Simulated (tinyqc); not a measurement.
Worked calculation: two coupled magnetic layers: synthetic antiferromagnet, spin flop, exchange bias and magnetoresistance. Computed by tinyqc, a small Python program that keeps every step. Command: `OMP_NUM_THREADS=1 python tinyqc.py 3024099 3024100 out.jsonl saf walk`. One thread of a shared host (Intel(R) Xeon(R) Processor @ 2.30GHz), about 0.4 s of CPU time with the checks. Intermediate numbers are printed to about 6 digits and carried at full precision; extremes and crossings named in words are read from the listed rows.

Moments lie in the plane at the angles p1, p2 from the field. Energy per area: E = J1 cos(p1 - p2) + J2 cos^2(p1 - p2) - B M_s (t1 cos p1 + t2 cos p2) + K (t1 sin^2 p1 + t2 sin^2 p2).

Inputs (values chosen for the exercise, for a model stack):
```
quantity                            value              unit
saturation magnetisation M_s          803              kA/m
thickness t1                            3                nm
thickness t2                            3                nm
antiferromagnetic coupling J1        0.07            mJ/m^2
biquadratic coupling J2            0.0069            mJ/m^2
in-plane anisotropy K                 1.2            kJ/m^3
field over the saturation field      0.47                 -
spin polarisation P1                  0.3                 -
spin polarisation P2                 0.53                 -
resistance-area product, parallel      18  ohm micrometre^2
exchange-bias energy J_ex           0.043            mJ/m^2
```

Field direction: along the easy axis.

## Saturation field

The parallel state is stable while the Hessian at p1 = p2 = 0 is positive: with c = J1 + 2 J2 and u = B M_s + 2K, (u t1 - c)(u t2 - c) > c^2, so B_sat M_s = c (1/t1 + 1/t2) - 2K. B_K = 2K/M_s.

exchange field c (1/t1 + 1/t2)/M_s = 69.5724 mT

B_K = 2.98879 mT

saturation field B_sat = 66.5836 mT

applied field B = 31.2943 mT

## Limit of the antiparallel state

With p1 = 0, p2 = 180 degrees and c2 = J1 - 2 J2 the Hessian is [[c2 + t1 (2K + b), -c2], [-c2, c2 + t2 (2K - b)]], b = B M_s; its determinant vanishes at the positive root of t1 t2 b^2 - c2 (t1 - t2) b - [2K c2 (t1 + t2) + 4 K^2 t1 t2] = 0.

stability limit B_sf of the antiparallel state = 12.1813 mT

For equal layers this is sqrt(B_K (B_K + B_c)) with B_c = c2 (1/t1 + 1/t2)/M_s, nearly the geometric mean of anisotropy and coupling fields: 4.1 B_K. The flopped state becomes the lower one slightly earlier, so the spin flop is hysteretic.

## Equilibrium at the field B

The lowest minimum of E over both angles (from five starts; of two mirror images the one with p1 >= 0, and for equal layers |p1| <= |p2|).

p1 = 52.9803 degrees

p2 = -52.9803 degrees

m/m_sat along B = 0.602089

energy = -0.104917 mJ/m^2

The moments are canted, 106.0 degrees apart.

## Tunnel magnetoresistance against a free layer along B

Julliere: TMR = 2 P1 P2/(1 - P1 P2). Conductance G(theta) = G0 (1 + P1 P2 cos theta), so RA(theta) = RA_P (1 + P1 P2)/(1 + P1 P2 cos theta); theta = p2 for the layer next to the barrier.

TMR = 37.8121 %

RA, antiparallel = 24.8062 ohm micrometre^2

RA at this field = 19.0393 ohm micrometre^2

## Pinning of a single layer

A layer t1 on an antiferromagnet is shifted by B_ex = J_ex/(M_s t1).

bias field, single layer = 17.8497 mT

## Magnetisation curve

The formulas are those given above.

Equilibrium states:
```
B/B_sat   B (mT)  p1 (degrees)  p2 (degrees)  m/m_sat
0.02      1.3317        0.0000      -180.000  0.00000
0.06      3.9950        0.0000      -180.000  0.00000
0.12      7.9900        0.0000      -180.000  0.00000
0.20     13.3167       73.0287       -73.029  0.29189
0.30     19.9751       65.2376       -65.238  0.41886
0.45     29.9626       54.3774       -54.377  0.58244
0.60     39.9502       43.9919       -43.992  0.71944
0.80     53.2669       29.3157       -29.316  0.87193
0.95     63.2545       14.1091       -14.109  0.96983
1.10     73.2420        0.0000         0.000  1.00000
```

The collinear state is the lowest in 3 row(s), with m/m_sat = (t1 - t2)/(t1 + t2) = 0.000; then the moments are canted and close at B_sat. The largest gap between m/m_sat and B/B_sat in the canted rows is 0.132: J2 bends the curve.

Checks made by the program: the energy against a grid over both angles (relative difference 1e-09).
